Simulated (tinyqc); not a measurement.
## Doping and flat-band voltage from the body effect

Question. VT = Vfb + 2 phiF + gamma sqrt(2 phiF + Vsb), phiF = Vt ln(Na/ni), gamma = sqrt(2 q eps0 eps_r Na)/Cox, Cox = eps0 eox/tox. Find Na, gamma and Vfb from two thresholds.

Parameters, values chosen for the exercise; material values close to those of silicon: temperature T = 293 K; relative permittivity of the semiconductor eps_r = 11.5; relative permittivity of the gate insulator eox = 8.81; insulator thickness tox = 66 nm.

Constants: q = 1.602176634e-19 C, kB = 1.380649e-23 J/K, Vt = kB T/q, eps0 = 8.8541878128e-14 F/cm where lengths are in cm. Results are converted to the units shown.

VT at Vsb = 0 and 1.1 V (V): 1.2274630  1.8111383
ni = 9.0742712e9 cm^-3

Solution. The difference of the thresholds, gamma [sqrt(2 phiF + Vsb) - sqrt(2 phiF)], holds no Vfb and rises with Na, so it has one root; Vfb then follows from the first threshold.

Na = 6.200e16 cm^-3
gamma = 1.203 V^0.5
Vfb = -0.6400 V

tinyqc, about 0.05 s, one thread, Intel Xeon 2.30GHz (shared host): `OMP_NUM_THREADS=1 python tinyqc.py 2360135 2360136 out.jsonl`
